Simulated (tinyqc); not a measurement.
What the corrections do to the levels: formation energy of a charged point defect from supercell energies. Computed by tinyqc, a small Python program. Command: `OMP_NUM_THREADS=1 python tinyqc.py 3020526 3020527 out.jsonl formation walk`. One thread of a shared host (Intel(R) Xeon(R) Processor @ 2.30GHz), about 0.01 s of CPU time with the checks.

The host is a compound AB. Making the defect adds n_A = -1, n_B = 0, n_X = 1 atoms to the cell. All total energies are inputs. E_F is counted from the valence-band maximum (VBM); x = 0 is A-rich and x = 1 B-rich growth.

Inputs (values chosen for the exercise, for a model compound AB):

| quantity | value | unit |
|---|---|---|
| E_VBM of the host cell | 3.269 | eV |
| potential alignment dV | 0.14 | eV |
| dielectric constant eps | 7.79 | - |
| cell length L | 19.4 | angstrom |
| mu_A of the pure element | -2.27 | eV |
| formation enthalpy dH of AB | -1.94 | eV |
| growth condition x | 0.88 | - |
| mu_X of the pure element | -4.737 | eV |
| formation enthalpy of XB | -1.3 | eV |

Defect: impurity X on an A site. Supercell lattice: fcc.

charge states q: 1  0  -1

E(defect, q) - E(host), in the order of q (eV): -5.24  0.021  7.191

Constants: e^2/(4 pi eps_0) = 14.39964548 eV angstrom.

Method:
- dmu_A = x dH and dmu_B = (1 - x) dH, so that dmu_A + dmu_B = dH; mu = mu(element) + dmu. The impurity is held at its solubility limit: dmu_X = min(0, dH(XB) - dmu_B).
- The reservoir term is sum n_i mu_i.
- Image-charge correction of a point charge in a neutralising background: E_corr = q^2 alpha e^2/(4 pi eps_0) / (2 eps L), alpha = 2.888282 for a fcc array with L the cube root of the volume.
- E_f(q, E_F) = [E(defect, q) - E(host)] - sum n_i mu_i + q (E_VBM + dV + E_F) + E_corr(q).
- Levels eps(q/q-1) with the terms q dV and E_corr left out or kept.

E_f(q, 0) (eV): (q=+1) 0.13360, (q=0) 1.84800, (q=-1) 5.74660

E_corr (eV): (q=+1) 0.137601, (q=0) 0.000000, (q=-1) 0.137601

Levels above the VBM (eV):

| level | raw | with alignment | with image charge | with both |
|---|---|---|---|---|
| (+1/0) | 1.992 | 1.852 | 1.8544 | 1.7144 |
| (0/-1) | 3.901 | 3.761 | 4.0386 | 3.8986 |

Alignment moves every level by -dV = -0.140 eV. The image term moves eps(q/q-1) by (1 - 2q) E_corr(1): (+1/0) by -0.138, (0/-1) by +0.138 eV, donor levels down and acceptor levels up. It adds 2 E_corr(1) = 0.275 eV to every U.
